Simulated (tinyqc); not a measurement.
What moves the results: complex band structure along [001] in sp3s* tight binding. A value that a table varies takes the place of the one given here.

For k = (0, 0, kz) the phase sums are g0 = cos(phi) and g3 = i sin(phi), phi = kz a/4, and the s, pz, s* orbitals of anion (a) and cation (c) decouple from px, py. With z = exp(i phi), H(z) = H0 + z T + T^T/z for any complex z. H0 is diagonal (Esa, Epa, Exa, Esc, Epc, Exc). The anion-cation block is B(z) = z U + W/z and the cation-anion block z W^T + U^T/z, where U has Vss/2 (s,s), Vsapc/2 (s,z), -Vscpa/2 (z,s), Vxx/2 (z,z), Vxapc/2 (s*,z), -Vpaxc/2 (z,s*), and W has the same values with the s-z and s*-z signs reversed. |z| = 1 is a band state, |z| < 1 decays along [001] as exp(-kappa d) over a distance d, kappa = -(4/a) ln|z|. No spin-orbit coupling.

Constants: hbar^2/2m0 = 3.80998211 eV angstrom^2.

Inputs chosen for the exercise (out of a larger set: near a published set for InAs, fitted to gaps, whose masses and valley positions are rough (light masses up to twice too heavy); not measured data): p = (-9.586, 0.904, -2.73, 3.721, 7.395, 6.69, -5.639, 1.849, 4.439, 3.056, 5.445, 3.395, 3.94) eV (order Esa, Epa, Esc, Epc, Exa, Exc, Vss, Vxx, Vxy, Vsapc, Vscpa, Vxapc, Vpaxc); a = 6.06 angstrom (lattice constant); dE = 0.28 eV (E - Ev).

## Decay across the direct gap

Ev = -0.01187 eV
EG (direct gap) = 0.45307 eV

masses of this model, from the curvature at Gamma (m0): m_lh 0.03036, m_e 0.03267

kappa of the imaginary branch at Gamma against three formulas: parabolic from the valence edge, sqrt(m_lh E/c); parabolic from the conduction edge, sqrt(m_e (EG - E)/c); two-band (Franz), sqrt(m E (1 - E/EG)/c) with m = 2 m_lh m_e/(m_lh + m_e). E from Ev; c = hbar^2/2m0.

kappa (1/angstrom):
```
E/EG  E (eV)  tight binding  parabolic, valence  parabolic, conduction  two-band
0.05  0.0227         0.0131              0.0134                 0.0607    0.0133
0.15  0.0680         0.0216              0.0233                 0.0575    0.0218
0.25  0.1133         0.0262              0.0300                 0.0540    0.0265
0.35  0.1586         0.0290              0.0355                 0.0502    0.0292
0.50  0.2265         0.0306              0.0425                 0.0441    0.0306
0.65  0.2945         0.0293              0.0484                 0.0369    0.0292
0.75  0.3398         0.0267              0.0520                 0.0312    0.0265
0.85  0.3851         0.0221              0.0554                 0.0241    0.0218
0.95  0.4304         0.0136              0.0586                 0.0139    0.0133
```

What can be read from the table?

The branch joins the light-hole and conduction bands and peaks, among these rows, at E/EG = 0.50 with kappa = 0.0306 1/angstrom. At mid-gap the parabola from the conduction edge is +44 % off and the two-band form +0.1 %; over 5 nm the parabola would misstate exp(-2 kappa d) by a factor 3.86.

## Band-to-band tunnelling in a uniform field

WKB at zero transverse momentum: T = exp(-2 I/(eF)), I = integral of kappa dE across the direct gap (8 Gauss-Legendre points in theta, E = EG sin^2 theta, 0 to pi/2); 1 MV/cm = 0.01 V/angstrom. The two-band form gives I = (pi/8) sqrt(m/c) EG^(3/2) with m = 2 m_lh m_e/(m_lh + m_e).

Tunnelling:
```
F (MV/cm)  path EG/eF (angstrom)  exponent 2I/eF  T, tight binding  T, two-band
0.50                        90.6           4.351            0.0129       0.0129
0.75                        60.4           2.901            0.0550       0.0549
1.00                        45.3           2.175             0.114        0.113
1.50                        30.2           1.450             0.234        0.234
2.00                        22.7           1.088             0.337        0.337
3.00                        15.1           0.725             0.484        0.484
4.00                        11.3           0.544             0.581        0.580
```

I, tight binding = 0.010877 eV/angstrom
I, two-band = 0.010884 eV/angstrom

How do the results move?

The two-band integral is +0.06 % from the tight-binding one, which makes the two-band T 0.9973 times the other at 0.5 MV/cm and 0.9997 times at 4 MV/cm. Doubling the field from 1 to 2 MV/cm halves the exponent and raises T by a factor 2.97. Where the exponent falls below about 2 the WKB form is only a guide.

## Energy and lattice constant

The slowest root of the s-pz block and the heavy-hole branch, sinh^2(kappa a/4) = ((E - Epa)(E - Epc) - Vxx^2)/(Vxx^2 - Vxy^2), at E = Ev + dE with Ev the lower root of [[Epa, Vxx], [Vxx, Epc]]; the couplings are kept when a changes. Each row changes one parameter from the base and keeps the others.

Results:
```
case                slowest kappa (1/angstrom)  heavy-hole kappa (1/angstrom)
base                                    0.0298                         0.1787
dE = 0.31 eV                            0.0286                         0.1872
a = 6.242 angstrom                      0.0290                         0.1735
```

What does this show?

The largest shifts from the base row, up to three for each result and ties (the steps differ in size, so this ranks the rows, not the parameters). slowest kappa (1/angstrom): dE -0.0012, a -0.0009. heavy-hole kappa (1/angstrom): dE +0.0085, a -0.0052. With the couplings fixed, kappa a stays, so kappa scales as 1/a.

tinyqc: `OMP_NUM_THREADS=1 python tinyqc.py 1451654 1451655 out.jsonl`; about 0.01 s, one thread, shared Intel(R) Xeon(R) Processor @ 2.30GHz.
